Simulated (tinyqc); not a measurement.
What sets the wire resistivity: free and nearly free electrons in a metal.

The cubic cell holds 4 atoms: n = 4 z/a^3, kF = (3 pi^2 n)^(1/3), EF = c kF^2/m, vF = 2 c kF/(m hbar), c = hbar^2/2m0; rs = (3/(4 pi n))^(1/3)/a0; D(EF) = 3 n/(2 EF).

Square wire of width w with grain size w: rho/rho0 = 1/(1 - 3 al/2 + 3 al^2 - 3 al^3 ln(1 + 1/al)) + (3/4) (1 - p) l/w, with al = (l/w) Rg/(1 - Rg) (Mayadas-Shatzkes plus the thick-wire form of Fuchs-Sondheimer); l = hbar kF/(n e^2 rho), e = 1.602176634e-19 C.

Constants: hbar^2/2m0 = 3.80998211 eV angstrom^2; hbar = 6.58211957e-16 eV s; a0 (Bohr radius) = 0.5291772105 angstrom.

Values chosen for the exercise (near those of Al; the results hold for these values, not for the real material):
- a = 4.029 angstrom (fcc lattice constant)
- z = 3 (free electrons an atom)
- m = 1.55 m0 (mass)
- rho = 2.96 micro-ohm cm (bulk resistivity)
- p = 0 (specularity of the surfaces)
- Rg = 0.45 (reflection at grain boundaries)
- w = 30 nm (wire width)

All results formed anew.

One parameter was then changed.

Results before and after:
```
case,EF (eV),l (nm),wire rho (micro-ohm cm)
base,7.596,13.30,5.461
changed,7.596,13.30,4.809
```

Which of these changes was made? (a) a = 4.15 angstrom; (b) rho = 3.552 micro-ohm cm; (c) w = 21 nm; (d) Rg = 0.315; (e) m = 1.86 m0; (f) p = 0.3.

Answer: (d) Rg = 0.315. Of the candidates, run in turn, only this one gives the changed row.

All candidates:
```
case,EF (eV),l (nm),wire rho (micro-ohm cm)
base,7.596,13.30,5.461
a = 4.15 angstrom,7.160,14.11,5.611
m = 1.86 m0,6.330,13.30,5.461
rho = 3.552 micro-ohm cm,7.596,11.08,6.060
p = 0.3,7.596,13.30,5.166
Rg = 0.315,7.596,13.30,4.809
w = 21 nm,7.596,13.30,6.513
```

The mass drops out of l at given rho, because vF falls and tau rises by the same factor.

tinyqc: `OMP_NUM_THREADS=1 python tinyqc.py 1682215 1682216 out.jsonl`; about 0.01 s, one thread, shared Intel(R) Xeon(R) Processor @ 2.30GHz.
